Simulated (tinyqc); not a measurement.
Ferroelectric switching by domains, Kolmogorov-Avrami-Ishibashi kinetics with Merz's law: two steps of the calculation.

A film poled to -Ps gets a pulse V of length t. Field E = V/d, characteristic time tau = t0 exp(Ea/E). The switched share is f = 1 - exp(-(t/tau)^m). P = Ps (2 f - 1).

Values chosen for this exercise: switchable polarisation Ps = 33 uC/cm^2; time prefactor t0 = 0.23 ns; activation field Ea = 9700 kV/cm; film thickness d = 50 nm; Avrami exponent m = 3; pulse voltage V = 8.2 V; pulse length tp = 42 ns.

Question 1. Field and characteristic time. E = V/d, tau = t0 exp(Ea/E).

Wanted: E; tau.

Answer 1.

E = 1640.0 kV/cm
tau = 85.196 ns

Question 2. State after the pulse, peak of the switching current. f = 1 - exp(-(tp/tau)^m); the current density 2 Ps df/dt peaks at t = tau ((m - 1)/m)^(1/m) (at t = 0 for m = 1); half of the film has switched at tau (ln 2)^(1/m).

tau = 85.196315 ns

Find: f; P after the pulse; time of the peak; peak current density; half-switching time.

Answer 2.

f = 0.1129
P after the pulse = -25.55 uC/cm^2
time of the peak = 74.43 ns
peak current density = 910.6 A/cm^2
half-switching time = 75.40 ns

Computed by the program tinyqc: `OMP_NUM_THREADS=1 python tinyqc.py 2860052 2860053 out.jsonl`, one thread of a shared Intel Xeon 2.30GHz, about 0.01 s for the whole run.
